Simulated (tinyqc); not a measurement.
Inside a calculation. Method: MP2 on RHF in the sto-3g basis, frozen core, for B+, spin multiplicity 1. One step of it, computed by the program tinyqc.

Problem. Second-order Moller-Plesset energy. E2 = sum_ijab (ia|jb) [2 (ia|jb) - (ib|ja)] / (e_i + e_j - e_a - e_b) over occupied i, j and virtual a, b; the opposite-spin part is (ia|jb)^2 / denominator, the rest is same-spin, and SCS-MP2 scales them by 6/5 and 1/3.

orbital energies (hartree): MO1 -7.986287, MO2 -0.849252, MO3 -0.200518, MO4 -0.200518, MO5 -0.200518

Two-electron integrals over orbitals (pq|rs), unique and non-zero (hartree); the lowest 1 orbital is frozen and left out:
```
p,q,r,s,(pq|rs)
2,2,2,2,0.525885
3,2,3,2,0.112771
3,3,2,2,0.533524
3,3,3,3,0.586773
4,2,4,2,0.112771
4,3,4,3,0.031630
4,4,2,2,0.533524
4,4,3,3,0.523513
4,4,4,4,0.586773
5,2,5,2,0.112771
5,3,5,3,0.031630
5,4,5,4,0.031630
5,5,2,2,0.533524
5,5,3,3,0.523513
5,5,4,4,0.523513
5,5,5,5,0.586773
```

Hartree-Fock energy = -23.94847037 hartree

Give: Terms; Pair energies; MP2 correlation energy; SCS-MP2 correlation energy; MP2 total energy.

Solution.

Terms:
```
i,j,a,b,(ia|jb),(ib|ja),denominator,term
2,2,3,3,0.1128,0.1128,-1.2975,-0.0098
2,2,4,4,0.1128,0.1128,-1.2975,-0.0098
2,2,5,5,0.1128,0.1128,-1.2975,-0.0098
```

Pair energies (hartree; pair i-j sums ij and ji):
```
pair,opposite spin,same spin
2-2,-0.0294,0.0000
```

MP2 correlation energy = -0.029405 hartree

SCS-MP2 correlation energy = -0.035286 hartree

MP2 total energy = -23.977875 hartree
